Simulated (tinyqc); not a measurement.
Read current of a NAND string, cells in series solved by shooting: one step of the calculation.

Cells in series, numbered from 0 at the source line (0 V) to the bit line, each followed by a gap resistance Rg. A cell with gate Vg, threshold VT, source Vs and drain Vd passes I = 2 nf K Vt^2 [F(Vs) - F(Vd)]/(1 + th max(Vg - VT, 0)), F(V) = ln^2(1 + exp((Vg - VT - nf V)/(2 nf Vt))). The selected cell has Vg = Vr, the others Vg = Vp.

Task. Node voltages for a trial current. For a trial current I start at 0 V and, cell by cell (the selected one is cell 4), solve for the drain: sqrt(F(Vd)) = sqrt(F(Vs) - I/k), k = 2 nf K Vt^2/(1 + th max(Vg - VT, 0)), Vd = [Vg - VT - 2 nf Vt ln(exp(sqrt F) - 1)]/nf, then add I Rg.

Values chosen for this exercise; values of the order met in vertical NAND strings: temperature T = 300 K; gain factor of a cell K = 8.6 uA/V^2; slope factor nf = 1.6; mobility reduction factor th = 0.19 1/V; resistance of the gap between cells Rg = 20 kohm; bit-line voltage Vbl = 0.4 V; pass voltage Vp = 7 V; read voltage on the selected word line Vr = 3.25 V.

Constants: q = 1.602176634e-19 C, kB = 1.380649e-23 J/K, Vt = kB T/q. Results are converted to the units shown.

first trial current = 0.37 uA
thresholds from the source end, cell 0 to 4 (V): [3.4, 3.4, 3.4, 3.4, 2.4]

Give: node voltage after each cell and gap, trial 1.

Result.

node voltage after each cell and gap, trial 1, cell 0 to 4 (V): [0.027616, 0.055486, 0.083618, 0.11202, 0.20213]

Program tinyqc, `OMP_NUM_THREADS=1 python tinyqc.py 2142149 2142150 out.jsonl`; Intel Xeon 2.30GHz, shared host, one thread, about 0.4 s.
